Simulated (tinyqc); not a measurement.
Plane-averaged potentials: correction of a charged-defect supercell by a model charge and potential alignment (plane-averaged potentials). Computed by tinyqc, a small Python program. Command: `OMP_NUM_THREADS=1 python tinyqc.py 3114047 3114048 out.jsonl align walk`. One thread of a shared host (Intel(R) Xeon(R) Processor @ 2.30GHz), about 0.01 s of CPU time with the checks.

The "true" defect charge is (1 - x) q in a Gaussian of width sigma plus x q in one of width sigma_t, so the exact answer is known; the correction sees only a single model Gaussian of width sigma_m. A Gaussian of width s has the transform rho(G) = exp(-G^2 s^2/2), normalised to 1. A uniform background cancels q, so G = 0 is left out. Potentials are those felt by a unit positive charge. E_0 is the formation energy of the isolated defect, E_cell its value in the supercell, E_lat = E_iso - E_per of the model charge, C the true less the model potential far from the defect; the exact correction is E_0 - E_cell, and the error of a scheme is E_cell plus its correction less E_0.

Inputs (values chosen for the exercise, with screening close to that of SiO2):
```
quantity                               value      unit
defect charge q                           -1         e
dielectric constant eps                 3.84         -
edge of the cubic cell L                16.3  angstrom
width sigma of the true defect charge    1.5  angstrom
width sigma_m of the model charge        1.1  angstrom
share x of the charge in a wide tail       0         -
width sigma_t of the tail                2.7  angstrom
```

Constants: e^2/(4 pi eps_0) = 14.39964548 eV angstrom.

Method. Plane-averaged potential at distance z from the defect: V(z) = (4 pi q/(eps L^3)) (e^2/(4 pi eps_0 e)) sum_(m != 0) rho(G_m) cos(G_m z)/G_m^2, G_m = 2 pi m/L, |m| <= 40.

Potentials (V):
```
z/L   z (angstrom)      true     model  difference
0.00         0.000  -0.14702  -0.16966    0.022644
0.05         0.815  -0.13534  -0.15284    0.017499
0.10         1.630  -0.10432  -0.11144    0.007125
0.15         2.445  -0.06310  -0.06230   -0.000793
0.20         3.260  -0.02048  -0.01613   -0.004341
0.25         4.075   0.01814   0.02354   -0.005396
0.30         4.890   0.05044   0.05605   -0.005619
0.35         5.705   0.07570   0.08135   -0.005654
0.40         6.520   0.09376   0.09942   -0.005658
0.45         7.335   0.10460   0.11026   -0.005658
0.50         8.150   0.10822   0.11387   -0.005658
```

What does the comparison show, and why?

The difference moves by 0.00 mV between z/L = 0.4 and 0.5: a plateau.
